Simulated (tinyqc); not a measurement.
Semiconducting tubes compared: carbon nanotube by zone folding.

Circumference C = n a1 + m a2, a = sqrt3 acc; d = a sqrt(n^2 + nm + m^2)/pi; tan(theta) = sqrt3 m/(2n + m); dR = gcd(2n + m, 2m + n); T = t1 a1 + t2 a2 with t1 = (2m + n)/dR, t2 = -(2n + m)/dR, |T| = sqrt3 pi d/dR; N = 2 (n^2 + nm + m^2)/dR hexagons a cell. On cutting line mu = 0 to N - 1 at x = k|T|/(2 pi) the phases are p1 = 2 pi (-t2 mu + m x)/N, p2 = 2 pi (t1 mu - n x)/N, and E = -/+ t |1 + exp(i p1) + exp(i p2)|.

Values chosen for the exercise (out of a larger set: near those used for carbon; not measured data):

| symbol | value | unit | meaning |
|---|---|---|---|
| t | 2.77 | eV | hopping |
| acc | 1.42 | angstrom | bond length |
| tubes | ((7, 6), (6, 5), (11, 4), (16, 12), (10, 3), (14, 1), (15, 8)) |  | pairs (n, m) |

E11 and E22 are twice the two lowest band edges; the cone gives E11 d = 2 t acc and E22/E11 = 2.

Tubes:

| (n,m) | d (angstrom) | theta (deg) | (n - m) mod 3 | E11 (eV) | E22 (eV) | E11 d/(2 t acc) | E22/E11 |
|---|---|---|---|---|---|---|---|
| (7,6) | 8.82 | 27.5 | 1 | 0.8847 | 1.7649 | 0.992 | 1.995 |
| (6,5) | 7.47 | 27.0 | 1 | 1.0420 | 2.0760 | 0.989 | 1.992 |
| (11,4) | 10.53 | 14.9 | 1 | 0.7335 | 1.5280 | 0.982 | 2.083 |
| (16,12) | 19.05 | 25.3 | 1 | 0.4114 | 0.8280 | 0.996 | 2.013 |
| (10,3) | 9.23 | 12.7 | 1 | 0.8332 | 1.7552 | 0.978 | 2.106 |
| (14,1) | 11.37 | 3.4 | 1 | 0.6770 | 1.4349 | 0.979 | 2.120 |
| (15,8) | 15.83 | 20.0 | 1 | 0.4926 | 1.0038 | 0.991 | 2.038 |

What does the comparison show?

E11 follows 1/d first. For mod 1 the scaled E11 lies below one (0.978 to 0.996) and E22/E11 on both sides of two (1.992 to 2.120). The largest departure of the scaled E11 is that of (10,3); warping acts as cos(3 theta)/d, most for thin tubes near zigzag. Below about 8 angstrom curvature, left out of zone folding, changes the gaps further.

tinyqc: `OMP_NUM_THREADS=1 python tinyqc.py 1451221 1451222 out.jsonl`; about 0.03 s, one thread, shared Intel(R) Xeon(R) Processor @ 2.30GHz.
